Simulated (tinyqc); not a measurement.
Undoped symmetric double-gate MOSFET, analytic potential model: two steps of the calculation.

An undoped body of thickness ts between two equal insulators and tied gates; long channel, electrons only, n = ni exp((psi - V)/Vt) with V the quasi-Fermi potential (0 at the source, Vd at the drain), constant mobility, no quantisation. Across the body psi(x) = V - 2 Vt ln[(ts/(2 beta)) sqrt(q ni/(2 eps0 eps_r Vt)) cos(2 beta x/ts)], x from the centre. Q is the electron charge per area of the whole body.

Values chosen for this exercise; material values close to those of silicon: temperature T = 400 K; relative permittivity of the semiconductor eps_r = 11.5; body thickness ts = 10 nm; channel mobility mu = 130 cm^2/(V s); gate length L = 0.2 um; gate voltage Vg = 0.38 V; drain voltage Vd = 0.05 V.

Constants: q = 1.602176634e-19 C, kB = 1.380649e-23 J/K, Vt = kB T/q, eps0 = 8.8541878128e-14 F/cm where lengths are in cm. Results are converted to the units shown.

Problem 1. beta at the source by Newton steps. With V = 0: f = ln(beta) - ln(cos beta) + 2 r beta tan(beta) - (Vg - V0)/(2 Vt); f' = 1/beta + tan(beta) + 2 r [tan(beta) + beta/cos^2(beta)]; beta(new) = beta - f/f'.

beta after iteration 1 = 0.81994897
r = 0.48371777
V0 = 0.30096551 V

Find: f; f'; beta after iteration 2.

Solution 1.

f = -0.1126
f' = 5.032
beta after iteration 2 = 0.8423

Problem 2. Charges and drain current. beta (between 0 and pi/2) solves (Vg - V0 - V)/(2 Vt) = ln(beta) - ln(cos beta) + 2 r beta tan(beta). Q = 8 eps0 eps_r Vt beta tan(beta)/ts; I = mu (1/L)(4 eps0 eps_r/ts)(2 Vt)^2 [g(beta_s) - g(beta_d)] per width, g = beta tan(beta) - beta^2/2 + r beta^2 tan^2(beta), with beta_s at V = 0 and beta_d at V = Vd.

beta_s = 0.84189991
beta_d = 0.68558976
r = 0.48371777

Wanted: Qs; Qd; g(beta_s); g(beta_d); I.

Solution 2.

Qs = 264.74 nC/cm^2
Qd = 157.46 nC/cm^2
g(beta_s) = 1.0185
g(beta_d) = 0.47788
I = 6.8016 uA/um

The term r beta^2 tan^2(beta), which gives the square law, makes up 42.2 % of g at the source.

Computed by the program tinyqc: `OMP_NUM_THREADS=1 python tinyqc.py 2440048 2440049 out.jsonl`, one thread of a shared Intel Xeon 2.30GHz, about 0.01 s for the whole run.
